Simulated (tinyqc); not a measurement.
Q-state Potts model on a small periodic square lattice: enumeration, Metropolis, heat-bath and Wolff steps: one step, computed by the program tinyqc. Command: `OMP_NUM_THREADS=1 python tinyqc.py 3111741 3111742 out.jsonl potts walk`. One thread of a shared host (Intel(R) Xeon(R) Processor @ 2.30GHz), about 0.04 s of CPU time with the checks.

E = -J x (number of nearest-neighbour bonds with equal states); n x n sites with periodic edges have 2 n^2 bonds. Order parameter m = (q f - 1)/(q - 1), f being the largest share of one state. Sites are numbered row by row from 0. Here q = 3 and n = 3.

Task: Eight single-site steps. Site = floor(r1 n^2). Trial state = (old + 1 + floor(r2 (q - 1))) mod q; it is accepted if r3 < min(1, exp(K db)), db the change in equal bonds.

Inputs (values chosen for the exercise, for a model of domains or grain orientations): temperature T = 277 K.

Update: Metropolis.

start states:
```
   1  2  3
1  1  2  0
2  1  0  1
3  1  0  1
```

random numbers, one row a step:
```
        1       2       3
1  0.2686  0.3916  0.9111
2  0.0292  0.7340  0.5425
3  0.4912  0.4547  0.5907
4  0.5685  0.3698  0.2890
5  0.7274  0.5595  0.0097
6  0.7535  0.5015  0.7315
7  0.2046  0.0044  0.9185
8  0.7143  0.5396  0.5347
```

K = 1.591956

Give: the table «Steps» with the columns old, trial, db, acceptance, new; states afterwards.

Result:

Steps:
```
site  old  trial  db  acceptance  new
2       0      1   3   1.000e+00    1
0       1      0  -3   8.431e-03    1
4       0      1   1   1.000e+00    1
5       1      2  -4   1.716e-03    1
6       1      0  -2   4.142e-02    0
6       0      2  -1   2.035e-01    0
1       2      0   1   1.000e+00    0
6       0      2  -1   2.035e-01    0
```

states afterwards:
```
   1  2  3
1  1  0  1
2  1  1  1
3  0  0  1
```
